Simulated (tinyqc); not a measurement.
Effective charge: two electrons on one impurity (helium-like model).

Units Ha* = 2 Ry m/eps^2 and a* = a0 eps/m. One electron is bound by Z^2/2. Two electrons in the singlet built from exp(-a r) and exp(-b r): S = 8 (ab)^(3/2)/(a + b)^3, h_aa = a^2/2 - Z a, h_bb alike, h_ab = S (ab/2 - Z (a + b)/2), J = ab (a^2 + 3ab + b^2)/(a + b)^3, K = 20 (ab)^3/(a + b)^5, E = (h_aa + h_bb + 2 S h_ab + J + K)/(1 + S^2). For a = b this is a^2 - 2 Z a + 5a/8. Real double donors are deeper, since the central cell is left out.

Values chosen for the exercise (out of a larger set: near those of impurities in Ge; not measured data):

| symbol | value | unit | meaning |
|---|---|---|---|
| m | 0.169 | m0 | one mean mass |
| eps | 16.2 |  | dielectric constant |
| Zs | (0.98, 1.04, 1.27, 1.69, 1.89, 2.99, 3.57) |  | charges |

Ha* = 17.5230 meV

Binding of the first electron, of the second (-E - Z^2/2) with equal and with unequal orbitals, and U, the first less the second (unequal).

Results (meV):

| Z | first | second, equal | second, unequal | a/b | U | U/(Z Ha*) |
|---|---|---|---|---|---|---|
| 0.98 | 8.4 | -0.61 | 0.13 | 3.92 | 8.3 | 0.483 |
| 1.04 | 9.5 | -0.20 | 0.48 | 3.32 | 9.0 | 0.494 |
| 1.27 | 14.1 | 1.93 | 2.51 | 2.48 | 11.6 | 0.522 |
| 1.69 | 25.0 | 8.23 | 8.74 | 2.00 | 16.3 | 0.550 |
| 1.89 | 31.3 | 12.31 | 12.81 | 1.89 | 18.5 | 0.558 |
| 2.99 | 78.3 | 47.29 | 47.75 | 1.59 | 30.6 | 0.584 |
| 3.57 | 111.7 | 74.28 | 74.73 | 1.51 | 36.9 | 0.590 |

Equal orbitals bind a second electron only above Z = (5/16)/(1 - 1/sqrt2) = 1.067; unequal ones do so in 7 of the 7 rows. Their gain is 0.73 meV in the first row and 0.45 in the last, while the second binding grows to 75 meV, so the gain decides the matter only near Z = 1. U grows almost linearly with Z: U/(Z Ha*) goes from 0.483 to 0.590, towards 5/8, while the first binding grows as Z^2. Angular correlation is left out: at Z = 1 this function binds the second electron by 0.0133 Ha*, half the exact 0.0278.

(tinyqc, `OMP_NUM_THREADS=1 python tinyqc.py 1250279 1250280 out.jsonl`, Intel(R) Xeon(R) Processor @ 2.30GHz, 1 thread, shared host, about 0.05 s.)
